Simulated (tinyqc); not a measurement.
Raising the field: quantum-confined Stark effect in a modulator well.

Envelopes on cells of 0.5 angstrom over the well |z| < L/2 and 45 angstrom of barrier on each side, psi = 0 beyond, psi'/m continuous (mean mass between points), c = hbar^2/2m0. The electron sees + e F z and the hole - e F z, each with its offset in the barriers; 1 kV/cm = 1e-5 eV/angstrom. Light holes, band mixing and escape by tunnelling are left out.

Exciton: in-plane function exp(-rho/lam), 1/mu = 1/me + 1/mp, E(lam) = c/(mu lam^2) - (q/eps) times the integral over k of Fm(k)(1 + (k lam/2)^2)^(-3/2), Fm(k) the double integral of psi_e^2 psi_h^2 exp(-k |z - z'|), q = e^2/(4 pi eps0); binding Eb = -E at the minimum. Line at Eg + E_e + E_h - Eb, strength proportional to overlap^2/lam^2.

Constants: hbar^2/2m0 = 3.80998211 eV angstrom^2; e^2/(4 pi eps0) = 14.39964547 eV angstrom; hc = 1239.841984 eV nm.

Values chosen for the exercise (near those of an InGaAsP well in InP; shifted at random, so the results belong to these values and not to a real crystal): L = 100 angstrom (well width); Vc = 0.188 eV (conduction offset); Vv = 0.286 eV (heavy-hole offset); me = 0.0489 m0 (electron, well); meb = 0.0791 m0 (electron, barrier); mh = 0.351 m0 (heavy hole along z, well); mhb = 0.476 m0 (heavy hole, barrier); Eg = 0.857 eV (gap of the well); mp = 0.106 m0 (heavy hole in the plane); eps = 13.3 (dielectric constant); Fs = (0, 22, 44, 66, 91, 117, 146) kV/cm (fields).

All quantities anew; shifts from zero field.

Results:
```
F (kV/cm)  dE_e (meV)  dE_h (meV)  Eb (meV)  line shift (meV)  overlap^2  relative strength
0                0.00        0.00      6.20              0.00      0.941              1.000
22              -0.36       -0.83      6.13             -1.11      0.893              0.930
44              -1.43       -3.15      5.94             -4.32      0.776              0.769
66              -3.20       -6.65      5.71             -9.36      0.639              0.593
91              -6.01      -11.66      5.45            -16.92      0.495              0.425
117             -9.79      -17.71      5.21            -26.52      0.372              0.296
146            -14.96      -25.21      4.97            -38.95      0.266              0.196
```

The line shift grows with exponent 1.96 in F at low field and 1.74 at the end, as the carriers come up against opposite walls and the dipole begins to saturate. The hole gives 70 % of the level shift in the second row and 63 % in the last. The largest shift is 6.3 times the zero-field binding, yet 80 % of the binding survives, since the walls stop the field from pulling the pair apart. Half the strength is gone between 66 and 91 kV/cm.

Run: tinyqc, `OMP_NUM_THREADS=1 python tinyqc.py 1280252 1280253 out.jsonl`; Intel(R) Xeon(R) Processor @ 2.30GHz, one thread, shared host; about 0.2 s of CPU time with all checks.
